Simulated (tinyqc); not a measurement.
MOS capacitor on an n-type substrate, surface potential from the exact charge relation: course of the Newton iteration.

Uniform n-type substrate, Boltzmann statistics, full ionisation, classical densities. psi is the surface potential against the body (positive when the bands bend down) and u = -psi/Vt. Traps are spread evenly over the gap and neutral at flat band, so their charge is -q Dit psi; the minority quasi-Fermi level is shifted by Vb.

ni = sqrt(Nc Nv) exp(-Eg/(2 Vt)), Eg in volts; phiF = Vt ln(N/ni); Cox = eps0 eox/tox; Vfb = phiM - chi - Vt ln(Nc/N) - q Nf/Cox; Q0 = sqrt(2 eps0 eps_r q N Vt); r = (ni/N)^2 exp(-Vb/Vt); VT = Vfb - [(2 phiF + Vb)(1 + q Dit/Cox) + sqrt(2 eps0 eps_r q N (2 phiF + Vb))/Cox].

Start: psi = Vg - Vfb (all of the voltage in the semiconductor).

u = -psi/Vt; F^2 = exp(-u) + u - 1 + r (exp(u) - u - 1); Qs = +sign(u) Q0 F; Cs = -dQs/dpsi = (Q0/Vt) |1 - exp(-u) + r (exp(u) - 1)|/(2 F). f = Vfb + psi + (q Dit psi - Qs)/Cox - Vg, f' = 1 + (Cs + q Dit)/Cox, psi(new) = psi - f/f'.

Stop when the step is below 1e-10 V, or after 15 iterations.

Parameters, values chosen for the exercise; band and dielectric values close to those of gallium arsenide: temperature T = 300 K; band gap Eg = 1.41 eV; relative permittivity eps_r = 12.9; conduction-band density of states at T Nc = 4.44e17 cm^-3; valence-band density of states at T Nv = 8.87e18 cm^-3; electron affinity chi = 4 eV; donor density of the substrate N = 5.3e16 cm^-3; relative permittivity of the gate insulator (close to silicon dioxide) eox = 3.9; insulator thickness tox = 21 nm; gate work function phiM = 4.04 eV; fixed charge at the interface, in units of q Nf = 1.4e10 cm^-2; density of interface traps Dit = 0 cm^-2 eV^-1; reverse bias of the inversion layer against the body Vb = 0 V; gate voltage against the body Vg = 1.11 V.

Constants: q = 1.602176634e-19 C, kB = 1.380649e-23 J/K, Vt = kB T/q, eps0 = 8.8541878128e-14 F/cm where lengths are in cm. Results are converted to the units shown.

Course of the iteration:

| iteration | psi before the step (V) | f (V) | step (V) |
|---|---|---|---|
| 1 | 1.13859 | 4.99e8 | -0.0517 |
| 2 | 1.08689 | 1.83e8 | -0.0517 |
| 3 | 1.03518 | 6.75e7 | -0.0517 |
| 4 | 0.983478 | 2.48e7 | -0.0517 |
| 5 | 0.931774 | 9.13e6 | -0.0517 |
| 6 | 0.880070 | 3.36e6 | -0.0517 |
| 7 | 0.828366 | 1.24e6 | -0.0517 |
| 8 | 0.776662 | 4.55e5 | -0.0517 |
| 9 | 0.724958 | 1.67e5 | -0.0517 |
| 10 | 0.673254 | 6.15e4 | -0.0517 |
| 11 | 0.621551 | 2.26e4 | -0.0517 |
| 12 | 0.569848 | 8330 | -0.0517 |
| 13 | 0.518148 | 3060 | -0.0517 |
| 14 | 0.466455 | 1130 | -0.0517 |
| 15 | 0.414785 | 414 | -0.0516 |

Did this iteration meet its convergence test, and what does its course show?

No. Not converged within 15 iterations. In 15 iterations the step is within 3 % of 2 Vt = 51.7 mV: there Qs grows as exp(|u|/2), and a Newton step on such an exponential moves psi by 2 Vt whatever the distance left. A rerun from another start, psi = Vg - Vfb, limited to the range from +4 Vt to -(2 phiF + Vb + 4 Vt), converges in 4 iterations.

Program tinyqc, `OMP_NUM_THREADS=1 python tinyqc.py 2060120 2060121 out.jsonl`; Intel Xeon 2.30GHz, shared host, one thread, about 0.01 s.
